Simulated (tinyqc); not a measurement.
Composition and strain of an epitaxial Si(1-x)Ge(x) layer from Raman and X-ray peaks: one step, computed by the program tinyqc.

A (001) layer, biaxially strained in the plane. The Raman peaks follow empirical lines omega = w0 + c1 x + c3 x^3 + b eps (c3 for Si-Ge alone), with eps the in-plane strain.

Problem. Raman peaks. Insert x and eps in the three lines; the strain part is b eps.

Inputs (values chosen for the exercise, modelled on silicon-germanium):
```
quantity                     value  unit
Ge fraction x                 0.23     -
Si-Si: w0                    520.2  1/cm
Si-Si: c1                    -67.1  1/cm
Si-Si: strain coefficient b   -718  1/cm
Si-Ge: w0                    400.1  1/cm
Si-Ge: c1                     24.7  1/cm
Si-Ge: c3                    -34.5  1/cm
Si-Ge: strain coefficient b   -551  1/cm
Ge-Ge: w0                    280.2  1/cm
Ge-Ge: c1                     18.8  1/cm
Ge-Ge: strain coefficient b   -472  1/cm
```

Substrate: germanium.

in-plane strain eps = 8.859064 per mille

Give: Si-Si peak; Si-Ge peak; Ge-Ge peak; strain parts.

Solution.

Si-Si peak = 498.4 1/cm

Si-Ge peak = 400.5 1/cm

Ge-Ge peak = 280.3 1/cm

strain parts (1/cm): Si-Si -6.361, Si-Ge -4.881, Ge-Ge -4.181

Read as unstrained, the Si-Si peak would give x = 0.325 in place of 0.23.
